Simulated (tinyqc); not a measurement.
Dopants and charged point defects at anneal temperature: Fermi-level effect, clustering and pairing: one step, computed by the program tinyqc. Command: `OMP_NUM_THREADS=1 python tinyqc.py 3023151 3023152 out.jsonl pairing walk`. One thread of a shared host (Intel(R) Xeon(R) Processor @ 2.30GHz), about 0.03 s of CPU time with the checks.

Boltzmann statistics and full ionisation of active dopants. Energies are counted from the valence band; the defect (a vacancy or self-interstitial) has five charge states, with all degeneracy factors one.

Question. Carrier density and Fermi level. p = A/2 + sqrt(A^2/4 + n_i^2) for an active density A. chi = n/n_i (for acceptors n_i/p); E_F = E_i + k_B T ln chi; field enhancement h = 1 + A/sqrt(A^2 + 4 n_i^2).

Inputs (values chosen for the exercise, with bands modelled on silicon): anneal temperature T = 920 K.

Dopant: acceptor. Second part: clustering of the dopant.

active density A = 2.153837e+19 cm^-3

n_i = 3.149703e+17 cm^-3

E_i = 0.4542473 eV

k_B T = 0.07927947 eV

Give: p; chi; E_F; field enhancement h.

Answer.

p = 2.154e+19 cm^-3

chi = 0.01462

E_F = 0.1193 eV

field enhancement h = 2.000

The doping is 68.4 n_i: extrinsic conditions.
